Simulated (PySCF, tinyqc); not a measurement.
Worked calculation: CCD on RHF in the sto-6g basis, frozen core, for BeH+, spin multiplicity 1. The lowest restricted solution is unstable here: a spin-polarised one lies 0.0005 hartree lower (PySCF). One step of it, computed by the program tinyqc.

Problem. CCD: starting amplitudes. t_ij^ab = <ij||ab> / (e_i + e_j - e_a - e_b), whose energy is MP2.

orbital energies (hartree): MO1 -5.069618, MO2 -0.670783, MO3 -0.256303, MO4 -0.132618, MO5 -0.132618, MO6 0.151448

Two-electron integrals over orbitals (pq|rs), unique and non-zero (hartree); the lowest 1 orbital is frozen and left out:
```
(22|22) 0.477673    (32|22) -0.067092   (32|32) 0.052412    (33|22) 0.322427
(33|32) 0.034356    (33|33) 0.442763    (42|42) 0.044070    (43|42) 0.033345
(43|43) 0.049915    (44|22) 0.352421    (44|32) 0.033443    (44|33) 0.389912
(44|44) 0.450117    (52|52) 0.044070    (53|52) 0.033345    (53|53) 0.049915
(54|54) 0.024258    (55|22) 0.352421    (55|32) 0.033443    (55|33) 0.389912
(55|44) 0.401601    (55|55) 0.450117    (62|22) 0.031430    (62|32) -0.053162
(62|33) -0.018805   (62|44) -0.067681   (62|55) -0.067681   (62|62) 0.121890
(63|22) -0.056678   (63|32) 0.047176    (63|33) 0.054673    (63|44) 0.029737
(63|55) 0.029737    (63|62) -0.056949   (63|63) 0.063354    (64|42) -0.027156
(64|43) -0.010190   (64|64) 0.023679    (65|52) -0.027156   (65|53) -0.010190
(65|65) 0.023679    (66|22) 0.482423    (66|32) -0.069538   (66|33) 0.349831
(66|44) 0.356446    (66|55) 0.356446    (66|62) 0.059146    (66|63) -0.059757
(66|66) 0.520306
```

Give: Starting amplitudes; correlation energy.

Solution.

Starting amplitudes (spin orbitals 1a, 1b, ...; amplitudes related by a flip of all spins are not repeated):
```
from      to        t
2a 2b  6a 6b  -0.0741
2a 2b  3a 3b  -0.0632
2a 2b  3a 6b   0.0430
2a 2b  4a 4b  -0.0409
2a 2b  5a 5b  -0.0409
```

correlation energy = -0.020528 hartree
